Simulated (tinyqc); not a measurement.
On-chip power grid, static voltage drop by conjugate gradients: two steps of the calculation.

A grid of 3 rows and 4 columns, node k = 4 row + column. Neighbours in a row are joined by Rx, in a column by Ry; pad nodes, which reach the supply through Rp: 0, 11. Each node draws I0, node 1 draws kh I0. The drops u = Vdd - V solve G u = i, with G the conductance matrix (1/Rp added on the diagonal at pad nodes).

Inputs (values chosen for the exercise):
- Rx = 0.28 ohm (resistance of a horizontal segment)
- Ry = 0.53 ohm (resistance of a vertical segment)
- Rp = 0.032 ohm (resistance from a pad node to the supply)
- I0 = 3.5 mA (load current of an ordinary node)
- kh = 8 (factor on the load at the hot node)

Problem 1. Diagonal of G, loads and first direction. G_kk = sum of the conductances at node k. Start u = 0, so the residual is r = i; p = r.

Wanted: G_kk; r at the start; p at the start.

Solution 1.

G_kk (S):

|  | col 0 | col 1 | col 2 | col 3 |
|---|---|---|---|---|
| row 0 | 36.71 | 9.030 | 9.030 | 5.458 |
| row 1 | 7.345 | 10.92 | 10.92 | 7.345 |
| row 2 | 5.458 | 9.030 | 9.030 | 36.71 |

r at the start (mA):

|  | col 0 | col 1 | col 2 | col 3 |
|---|---|---|---|---|
| row 0 | 3.500 | 28.00 | 3.500 | 3.500 |
| row 1 | 3.500 | 3.500 | 3.500 | 3.500 |
| row 2 | 3.500 | 3.500 | 3.500 | 3.500 |

p at the start (mA):

|  | col 0 | col 1 | col 2 | col 3 |
|---|---|---|---|---|
| row 0 | 3.500 | 28.00 | 3.500 | 3.500 |
| row 1 | 3.500 | 3.500 | 3.500 | 3.500 |
| row 2 | 3.500 | 3.500 | 3.500 | 3.500 |

Problem 2. Conjugate-gradient step. q = G p; a = (r.r)/(p.q); u(new) = u + a p; r(new) = r - a q; b = (r.r)(new)/(r.r); p(new) = r(new) + b p.

u at the start (mV):

|  | col 0 | col 1 | col 2 | col 3 |
|---|---|---|---|---|
| row 0 | 0 | 0 | 0 | 0 |
| row 1 | 0 | 0 | 0 | 0 |
| row 2 | 0 | 0 | 0 | 0 |

r at the start (mA):

|  | col 0 | col 1 | col 2 | col 3 |
|---|---|---|---|---|
| row 0 | 3.5 | 28 | 3.5 | 3.5 |
| row 1 | 3.5 | 3.5 | 3.5 | 3.5 |
| row 2 | 3.5 | 3.5 | 3.5 | 3.5 |

p at the start (mA):

|  | col 0 | col 1 | col 2 | col 3 |
|---|---|---|---|---|
| row 0 | 3.5 | 28 | 3.5 | 3.5 |
| row 1 | 3.5 | 3.5 | 3.5 | 3.5 |
| row 2 | 3.5 | 3.5 | 3.5 | 3.5 |

Wanted: q; a; u after iteration 1; r after iteration 1; b; p after iteration 1.

Solution 2.

q (mA S):

|  | col 0 | col 1 | col 2 | col 3 |
|---|---|---|---|---|
| row 0 | 21.88 | 221.23 | -87.50 | 0.00 |
| row 1 | 0.00 | -46.23 | 0.00 | 0.00 |
| row 2 | 0.00 | 0.00 | 0.00 | 109.38 |

a = 0.14853 ohm

u after iteration 1 (mV):

|  | col 0 | col 1 | col 2 | col 3 |
|---|---|---|---|---|
| row 0 | 0.5199 | 4.1588 | 0.5199 | 0.5199 |
| row 1 | 0.5199 | 0.5199 | 0.5199 | 0.5199 |
| row 2 | 0.5199 | 0.5199 | 0.5199 | 0.5199 |

r after iteration 1 (mA):

|  | col 0 | col 1 | col 2 | col 3 |
|---|---|---|---|---|
| row 0 | 0.251 | -4.858 | 16.496 | 3.500 |
| row 1 | 3.500 | 10.366 | 3.500 | 3.500 |
| row 2 | 3.500 | 3.500 | 3.500 | -12.745 |

b = 0.70905

p after iteration 1 (mA):

|  | col 0 | col 1 | col 2 | col 3 |
|---|---|---|---|---|
| row 0 | 2.733 | 14.995 | 18.978 | 5.982 |
| row 1 | 5.982 | 12.848 | 5.982 | 5.982 |
| row 2 | 5.982 | 5.982 | 5.982 | -10.264 |

tinyqc, about 0.3 s, one thread, Intel Xeon 2.30GHz (shared host): `OMP_NUM_THREADS=1 python tinyqc.py 2770204 2770205 out.jsonl`
